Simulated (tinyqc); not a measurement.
Two-junction solar cell, detailed-balance limit: two steps of the calculation.

The top cell takes all photons above E1, the bottom cell those between E2 and E1. Each cell follows J = Jsc - J0 (exp(V/Vt) - 1) with J0 = q ge Phi(gap, T)/ERE; light emitted by one cell and absorbed by the other is left out. In series both carry one current; wired apart (four terminals) each works at its own maximum power point. Efficiencies are counted against Pin = fs X sigma Ts^4.

Values chosen for this exercise:
- T = 298 K (cell temperature)
- Ts = 7000 K (temperature of the black-body sun)
- fs = 2.16e-5 (share of the hemisphere filled by the sun)
- X = 1000 (concentration)
- ERE = 0.1 (external radiative efficiency)
- ge = 1 (number of faces that emit)
- E2 = 0.78 eV (gap of the bottom cell)
- E1 = 1.82 eV (gap of the top cell)

Constants: q = 1.602176634e-19 C, kB = 1.380649e-23 J/K, h = 6.62607015e-34 J s, c = 299792458 m/s, Vt = kB T/q. Results are converted to the units shown.

Question 1. Photocurrents and dark currents. Photon flux above E from a black body at temperature T into a hemisphere: Phi(E, T) = A sum_k exp(-k E/th)[E^2 th/k + 2 E th^2/k^2 + 2 th^3/k^3], k = 1, 2, ..., with th = kB T/q in eV and A = 2 pi q^3/(h^3 c^2). J1 = q fs X Phi(E1, Ts), J2 = q fs X [Phi(E2, Ts) - Phi(E1, Ts)], J01 and J02 as above; sigma = 2 pi^5 kB^4/(15 h^3 c^2).

Give: J1; J2; J01; J02; Pin.

Answer 1.

J1 = 6.413e4 mA/cm^2
J2 = 7.635e4 mA/cm^2
J01 = 2.300e-24 mA/cm^2
J02 = 1.701e-7 mA/cm^2
Pin = 2.941e5 mW/cm^2

The top cell limits the series current; the other has 19 % more.

Question 2. Maximum power, in series and apart. In series V(J) = Vt [ln((J1 - J)/J01 + 1) + ln((J2 - J)/J02 + 1)], and J V(J) is largest where V = J Vt [1/(J1 - J + J01) + 1/(J2 - J + J02)]. Apart, each cell has (1 + v) exp(v) = 1 + Jsc/J0 at its maximum power point, v = Vmp/Vt.

J1 = 64132.499 mA/cm^2
J2 = 76345.772 mA/cm^2
J01 = 2.3000881e-24 mA/cm^2
J02 = 1.7005960e-7 mA/cm^2
Pin = 2.9407469e5 mW/cm^2

Wanted: series Jmp; series Vmp; series efficiency; top cell alone; bottom cell behind it.

Answer 2.

series Jmp = 63353 mA/cm^2
series Vmp = 2.2122 V
series efficiency = 47.658 %
top cell alone = 33.815 %
bottom cell behind it = 15.112 %

Wired apart the cells give 48.93 %; the series connection loses 1.3 points of that.

Numbers from tinyqc (`OMP_NUM_THREADS=1 python tinyqc.py 2820103 2820104 out.jsonl`; about 0.01 s on one thread of a shared Intel Xeon 2.30GHz).
